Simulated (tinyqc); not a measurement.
Inside a calculation. Model: microkinetic model of low-temperature epitaxy from hydride gases: adsorption, hydrogen desorption and rate control. Computed by tinyqc, a small Python program that keeps every step. Command: `OMP_NUM_THREADS=1 python tinyqc.py 3029175 3029176 out.jsonl hepi walk`. One thread of a shared host (Intel(R) Xeon(R) Processor @ 2.30GHz), about 0.01 s of CPU time with the checks. Intermediate numbers are printed to about 6 digits and carried at full precision; extremes and crossings named in words are read from the listed rows.

Each hydride molecule needs two free sites and leaves four hydrogen atoms, of which two leave at once as H2; theta is the hydrogen coverage, the site density is 6.78 per nm^2 and one layer is 1.358 angstrom thick.

Inputs (values chosen for the exercise, close to those used for silane and germane on Si(001)): silane pressure p_S = 0.091 Pa; sticking prefactor of silane s0 = 0.11; adsorption barrier E_s = 0.22 eV; desorption prefactor nu_d = 5.1e+11 1/s; desorption energy on silicon E_d = 2.02 eV; hydrogen carrier pressure p_H = 0 Pa; sticking of hydrogen s_H = 3.5e-08; temperature T = 480 C; germane pressure p_G = 0.0076 Pa; sticking ratio of germane to silane r_G = 3.8; lowering of E_d per unit germanium fraction, dE = 0.53 eV.

Film: silicon-germanium. Order of hydrogen desorption: first.

Constants: k_B = 8.617333262e-05 eV/K; u = 1.6605390666e-27 kg; k_B = 1.380649e-23 J/K.

## Rate constants

Flux per site F = p/(sqrt(2 pi M k_B T) x 6.78e18 per m^2), M = 32.12 u (silane), 76.63 u (germane), 2.016 u (hydrogen); s = s0 exp(-E_s/(k_B T)); k_S = s F_S, k_G = r_G s F_G; germanium fraction x = k_G/(k_S + k_G); k = k_S + k_G; k_H = s_H F_H; k_d = nu_d exp(-(E_d - dE x)/(k_B T)). Temperatures in kelvin are T(C) + 273.15.

k = 1.01654 1/s

germanium fraction x = 0.170447

k_H = 0 1/s

k_d = 0.0623787 1/s

## Coverage and growth rate

With k the hydride and k_H the hydrogen adsorption rate on free pairs and k_d the desorption rate, steady state: 2 (k + k_H)(1 - theta)^2 = k_d theta; growth rate R = k (1 - theta)^2 layers/s; 1 layer/s = 8.148 nm/min. With c = 2 (k + k_H)/k_d the free share is 1 - theta = 2/(1 + sqrt(1 + 4c)).

c = 32.5925

hydrogen coverage theta = 0.839508

growth rate R in layers = 0.0261837 layers/s

growth rate G = 0.213345 nm/min

Hydrogen covers most sites: its desorption limits growth.

## Degrees of rate control

X_i = d ln R/d ln k_i at fixed other constants. With f = 1 - theta and a = 2/f + 1/theta: d ln f/d ln k_d = 1/(a f), so X_d = 2/(a f), X_k = 1 - X_d k/(k + k_H), X_H = -X_d k_H/(k + k_H); they sum to 1.

X_d (desorption) = 0.912753

X_k (hydride adsorption) = 0.0872473

X_H (hydrogen adsorption) = 0

## Two regimes over temperature

Limits: desorption-limited R = k_d k/(2 (k + k_H)), adsorption-limited R = k.

Growth:
```
T (C)     theta   G (nm/min)  desorption limit (nm/min)  adsorption limit (nm/min)
400    0.965029  7.16172e-03                7.42125e-03                     5.8560
450    0.904515  6.69568e-02                7.40250e-02                     7.3439
500    0.780938  4.28251e-01                5.48380e-01                     8.9241
550    0.581422  1.85191e+00                3.18514e+00                    10.5698
600    0.346310  5.23765e+00                1.51242e+01                    12.2573
650    0.161765  9.81321e+00                6.06635e+01                    13.9662
700    0.064980  1.37081e+01                2.10957e+02                    15.6796
750    0.025422  1.65107e+01                6.49468e+02                    17.3833
800    0.010370  1.86727e+01                1.80059e+03                    19.0661
850    0.004504  2.05328e+01                4.55870e+03                    20.7190
```

The apparent activation energy of G is 1.88 eV between the first rows and 0.20 eV between the last; full hydrogen cover gives a value near the desorption energy (plus E_s where k_H far exceeds k), a bare surface one near E_s less k_B T/2 from the flux. The coverage passes one half between 550 and 600 C, the knee of the Arrhenius plot.

Checks made by the program: steady coverage against time integration of d theta/dt (relative difference below 1e-10); degree of control against a finite difference (relative difference below 1e-10).
